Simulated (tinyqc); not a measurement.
Gaps against temperature: band gaps under pressure and temperature from deformation potentials.

Murnaghan: V/V0 = (1 + Bp P/B0)^(-1/Bp), B0 = (C11 + 2 C12)/3. Each gap moves by a ln(V/V0) with its volume potential a, and falls with temperature by aV T^2/(T + bV) (Varshni); the two effects are added. No change of phase is considered.

Constants: hc = 1239.841984 eV nm.

Inputs chosen for the exercise (near those of Ge, the X and L potentials typical of such crystals; shifted at random, so the results belong to these values and not to a real crystal): Eg = 0.896 eV (gap at Gamma to the s-like level at 0 K, 0 GPa); EgX = 0.931 eV (gap to X at 0 K, 0 GPa); EgL = 0.741 eV (gap to L at 0 K, 0 GPa); C11 = 129.3 GPa; C12 = 47.3 GPa; Bp = 3.89 (pressure derivative of the bulk modulus); aG = -9.53 eV (volume potential of the Gamma gap); aX = 1.82 eV (volume potential of the X gap); aL = -3.5 eV (volume potential of the L gap); aV = (0.561, 0.454, 0.471) meV/K (Varshni alpha of Gamma, X, L); bV = (281, 242, 235) K (Varshni beta of Gamma, X, L); P = 2 GPa (pressure).

At the pressure P; wavelength hc/E of the lowest gap.

Gaps (eV):

| T (K) | Gamma | X | L | lowest | wavelength (nm) |
|---|---|---|---|---|---|
| 0 | 1.1389 | 0.8846 | 0.8302 | L | 1493.4 |
| 50 | 1.1347 | 0.8807 | 0.8261 | L | 1500.9 |
| 100 | 1.1242 | 0.8713 | 0.8162 | L | 1519.1 |
| 200 | 1.0923 | 0.8435 | 0.7869 | L | 1575.6 |
| 300 | 1.0520 | 0.8092 | 0.7510 | L | 1651.0 |
| 500 | 0.9594 | 0.7316 | 0.6700 | L | 1850.5 |
| 600 | 0.9097 | 0.6905 | 0.6272 | L | 1976.9 |

Give the missing row, T (K) = 400.

Computed row:
```
T (K)   Gamma       X       L  lowest  wavelength (nm)
400    1.0071  0.7715  0.7115       L           1742.5
```

From 0 to 100 K the Gamma gap falls by 14.7 meV, from 500 to 600 K by 49.7 meV: quadratic below bV, linear with a slope tending to aV = 0.561 meV/K above. L stays lowest. A pressure of 0.68 GPa, with the slope -aG/B0 at zero pressure, would undo the fall of the Gamma gap from 0 to 300 K.

Program tinyqc; command `OMP_NUM_THREADS=1 python tinyqc.py 1050247 1050248 out.jsonl`; about 0.01 s on one thread of a shared Intel(R) Xeon(R) Processor @ 2.30GHz.
